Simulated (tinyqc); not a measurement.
Quantum against classical capture: non-radiative capture by multiphonon emission, one effective mode. Computed by tinyqc, a small Python program. Command: `OMP_NUM_THREADS=1 python tinyqc.py 3020151 3020152 out.jsonl capture walk`. One thread of a shared host (Intel(R) Xeon(R) Processor @ 2.30GHz), about 0.01 s of CPU time with the checks.

The initial state (free carrier plus empty centre) lies dE above the final state; both have the same frequency and are displaced by dQ.

Inputs (values chosen for the exercise, with mass, screening and phonons like those of diamond):
```
quantity                    value                   unit
energy released dE           1.86                     eV
phonon energy hbar omega      156                    meV
Huang-Rhys factor S          4.76                      -
electron-phonon coupling W  0.007  eV/(u^(1/2) angstrom)
cell volume V                1450             angstrom^3
degeneracy g                    2                      -
broadening b                  110                    meV
carrier mass m              0.554                    m_0
dielectric constant eps      5.67                      -
temperature T                 300                      K
```

Centre: repulsive.

Constants: hbar^2/u = 4.18015928e-03 eV angstrom^2; k_B = 8.617333262e-05 eV/K; hbar = 6.582119569e-16 eV s; Ry = 13.605693123 eV.

Method:
- dQ = sqrt(2 S (hbar^2/u)/hbar omega); relaxation energy lambda = S hbar omega; phonons needed P = dE/hbar omega; classical barrier E_b = (dE - lambda)^2/(4 lambda); occupation n = 1/(exp(hbar omega/k_B T) - 1).
- M_p = sum_m w_m <m_i|Q|(m + p)_f>^2 with Q counted from the final minimum and Boltzmann weights w_m for m = 0..24; <m_i|Q|k_f> = sqrt((hbar^2/u)/(2 hbar omega)) [sqrt(k) <m|k-1> + sqrt(k+1) <m|k+1>], with overlaps of oscillators displaced by d = sqrt(2 S) summed on 1500 points from -16 to 16 + d.
- The delta function is a Gaussian of standard deviation b at dE - p hbar omega.
- C_0 = V (2 pi/hbar) g W^2 sum_p M_p Gaussian_p. Here the sum runs over all p.
- Classical (Marcus) form: replace the sum by Q_c^2 exp(-E_b/k_B T)/sqrt(4 pi lambda k_B T), Q_c = dQ (dE + lambda)/(2 lambda).
- Sommerfeld factor of a repulsive centre: s(k) = 2 pi nu/(exp(2 pi nu) - 1), nu = sqrt(Ry*/E), Ry* = Ry m/eps^2, averaged over (2/sqrt(pi)) sqrt(x) exp(-x) dx with x = E/k_B T = t^2 (trapezoid, t to 6 in steps of 0.01).
- The last column is -k_B d ln C_0/d(1/T) from this row and the one above.

dQ = 0.505071 u^(1/2) angstrom

lambda = 0.74256 eV

classical barrier E_b = 0.420394 eV

Against temperature:
```
T (K)  C_0, quantum (cm^3/s)  C_0, classical (cm^3/s)  Sommerfeld factor  activation energy (eV)
140               2.0530e-11               2.3288e-24         4.8175e-06                       -
270               2.0626e-11               3.2437e-17         9.3877e-05              1.1698e-04
450               2.1982e-11               3.4587e-14         5.9212e-04              3.7027e-03
720               2.7940e-11               1.5938e-12         2.3877e-03              2.4801e-02
1100              4.2541e-11               1.3395e-11         6.8081e-03              7.5510e-02
1500              6.2594e-11               3.7431e-11         1.3141e-02              1.3728e-01
```

What follows from these numbers?

At 140 K the quantum value is 8.8e12 times the classical one: C_0 comes from tunnelling out of the lowest level and hardly depends on T. At 1500 K the ratio is 1.7. The largest apparent activation energy is 0.137 eV against the classical barrier of 0.420 eV, so an Arrhenius fit understates the barrier, through tunnelling and the broadening b at low T and the T^(-1/2) prefactor at high T. The measured coefficient is C = s C_0, and s changes by a factor 2700 over these rows, so C changes by 8300 where C_0 changes by 3.0.

Extremes, crossings and ranges named in words are read from the listed rows.
